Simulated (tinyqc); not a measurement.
Comparisons within one model: k.p theory built from an empirical-pseudopotential calculation at Gamma. A value that a table varies takes the place of the one given here.

Empirical pseudopotential on the fcc lattice, atoms at +/- tau, tau = a (1,1,1)/8, no spin-orbit coupling. H(G,G') = c (2 pi/a)^2 |k + G|^2 delta + VS(q) cos(q.tau) + i VA(q) sin(q.tau), q = G - G', c = hbar^2/2m0; k and G in units of 2 pi/a; VS at |q|^2 = 3, 8, 11 and VA at 3, 4, 11, in rydberg, zero elsewhere. The basis is fixed: all 89 G with |G|^2 up to Gcut. Energies are counted from the fourth level at Gamma.

k.p in the lowest n states at Gamma: H_nm = (E_n + c k^2) delta + 2 c k.<n|G|m>, k in 1/angstrom; with all states of the basis it is exact.

Empirical pseudopotential on the fcc lattice, atoms at +/- tau, tau = a (1,1,1)/8, no spin-orbit coupling. H(G,G') = c (2 pi/a)^2 |k + G|^2 delta + VS(q) cos(q.tau) + i VA(q) sin(q.tau), q = G - G', c = hbar^2/2m0; k and G in units of 2 pi/a; VS at |q|^2 = 3, 8, 11 and VA at 3, 4, 11, in rydberg, zero elsewhere. The basis holds all G with |G|^2 up to a cut-off. Energies are counted from the fourth level at Gamma.

For a multiplet A of d_A states, W(B) = (4 c/(3 d_A)) sum over n in A, m in B and i = x, y, z of |<n|G_i|m>|^2 (G in 1/angstrom, <n|G_i|m> = sum_G c_n(G)* G_i c_m(G)); the mean inverse mass of A is 1 + sum_B W(B)/(E_A - E_B). Multiplets with W = 0 are left out.

Valence parameters: D(u) = c + 4 c^2 sum_m <n|u.G|m><m|u.G|n'>/(0 - E_m) on the valence triplet, in units of c, has eigenvalues L, M, M along [100] and (L + 2M + 2N)/3, (L + 2M - N)/3 twice along [111]; g1 = -(L + 2M)/3, g2 = -(L - M)/6, g3 = -N/6.

Constants: hbar^2/2m0 = 3.80998211 eV angstrom^2; Ry = 13.60569312 eV.

Inputs chosen for the exercise (near those of Si; the results hold for these values, not for the real material): a = 5.417 angstrom (lattice constant); VS = (-0.206, 0.039, 0.082) Ry (symmetric form factors); VA = (0, 0, 0) Ry (antisymmetric form factors); Gcut = 19 (2 pi/a)^2 (largest |G|^2 of the fixed basis); VS3 = -0.206 Ry; VS8 = 0.039 Ry; VS11 = 0.082 Ry; VA3 = 0 Ry; VA4 = 0 Ry; VA11 = 0 Ry.

## How many bands a k.p model needs: band 5 from Gamma to K

Band 5 (counted from below) at k = f (0.75, 0.75, 0) 2 pi/a; n ends on whole multiplets.

Energies (eV):

| f | n = 8 | n = 15 | n = 27 | n = 89 (exact) |
|---|---|---|---|---|
| 0.000 | 3.379 | 3.379 | 3.379 | 3.379 |
| 0.125 | 3.469 | 3.416 | 3.414 | 3.413 |
| 0.250 | 3.740 | 3.605 | 3.597 | 3.593 |
| 0.375 | 4.190 | 3.811 | 3.808 | 3.801 |
| 0.500 | 4.821 | 3.581 | 3.579 | 3.566 |
| 0.625 | 5.632 | 3.056 | 3.054 | 3.031 |
| 0.750 | 6.623 | 2.443 | 2.439 | 2.404 |
| 0.875 | 7.794 | 1.884 | 1.878 | 1.826 |
| 1.000 | 9.146 | 1.439 | 1.432 | 1.359 |

How do the results move?

With n = 8 the band stays within 0.05 eV of the exact one at Gamma only (error at K: +7.787 eV). With n = 15 the band stays within 0.05 eV of the exact one up to f = 0.750 (error at K: +0.080 eV). With n = 27 the band stays within 0.05 eV of the exact one up to f = 0.750 (error at K: +0.072 eV). A smaller basis can only raise a level. The exact band has its minimum on these points at f = 1.000; n = 8 puts it at f = 0.000.

## Convergence with the plane-wave basis

E_s is the lowest empty singlet, Ep its W to the valence triplet, m its mass.

Results:

| cut-off | plane waves | E_s (eV) | Ep (eV) | m (m0) | g1 | g2 | g3 |
|---|---|---|---|---|---|---|---|
| 8 | 27 | 3.958 | 21.52 | 0.1558 | 4.41 | 0.39 | 1.54 |
| 11 | 51 | 4.037 | 21.38 | 0.1595 | 4.31 | 0.44 | 1.46 |
| 12 | 59 | 4.008 | 21.36 | 0.1586 | 4.46 | 0.41 | 1.50 |
| 16 | 65 | 4.008 | 21.36 | 0.1586 | 4.50 | 0.40 | 1.51 |
| 19 | 89 | 3.990 | 21.43 | 0.1576 | 4.47 | 0.42 | 1.51 |
| 20 | 113 | 3.956 | 21.48 | 0.1562 | 4.47 | 0.44 | 1.51 |
| 24 | 137 | 3.958 | 21.49 | 0.1563 | 4.47 | 0.43 | 1.52 |

How do the results move?

Against the last row, E_s errs most, by +0.079 eV, at cut-off 11, and by -0.002 eV in the last row but one. Ep varies by 0.8 % over the table and m by 2.3 %: the mass, near E_s/Ep, inherits the errors of both. Local form factors fix the converged values only roughly. The gap is a difference of two levels, so it need not converge steadily, and here it does not.

## What each form factor does (empirical-pseudopotential levels)

Lowest empty singlet and triplet at Gamma and the valence width there (fixed basis); lowest empty level at X = (1,0,0) and L = (1/2,1/2,1/2) from the valence top, these levels and that top with all |k + G|^2 up to 21. Singlet and triplet count orbital degeneracy. VS3 is VS at |q|^2 = 3, and so on. The row for a keeps the form factors fixed, so it is no model of a real expansion, which changes them too. Each row changes one parameter from the base and keeps the others.

Results:

| case | singlet (eV) | triplet (eV) | X (eV) | L (eV) | width (eV) |
|---|---|---|---|---|---|
| base | 3.990 | 3.379 | 0.844 | 1.861 | 12.769 |
| a = 5.471 angstrom | 4.005 | 3.405 | 0.976 | 1.932 | 12.462 |
| VS3 = -0.216 Ry | 3.928 | 3.524 | 1.089 | 1.957 | 12.713 |
| VS8 = 0.029 Ry | 3.504 | 3.434 | 0.750 | 1.623 | 12.848 |
| VS11 = 0.072 Ry | 3.489 | 3.149 | 0.584 | 1.539 | 12.943 |
| VA3 = 0.03 Ry | 4.024 | 3.400 | 0.578 | 1.852 | 12.773 |
| VA4 = 0.03 Ry | 3.837 | 3.461 | 0.384 | 1.902 | 12.760 |
| VA11 = 0.03 Ry | 3.845 | 3.341 | 0.570 | 1.802 | 12.783 |

What can be read from the table?

The largest shifts from the base row, up to three for each result and ties (the steps differ in size, so this ranks the rows, not the parameters). singlet (eV): VS11 -0.501, VS8 -0.486, VA4 -0.153. triplet (eV): VS11 -0.230, VS3 +0.145, VA4 +0.082. X (eV): VA4 -0.460, VA11 -0.274, VA3 -0.266. L (eV): VS11 -0.322, VS8 -0.237, VS3 +0.096. width (eV): a -0.307, VS11 +0.173, VS8 +0.079. In a diamond crystal a small VA enters the levels at Gamma and L only in second order, by symmetry, but splits the degenerate pair at X in first order.

(tinyqc, `OMP_NUM_THREADS=1 python tinyqc.py 1081555 1081556 out.jsonl`, Intel(R) Xeon(R) Processor @ 2.30GHz, 1 thread, shared host, about 0.4 s.)
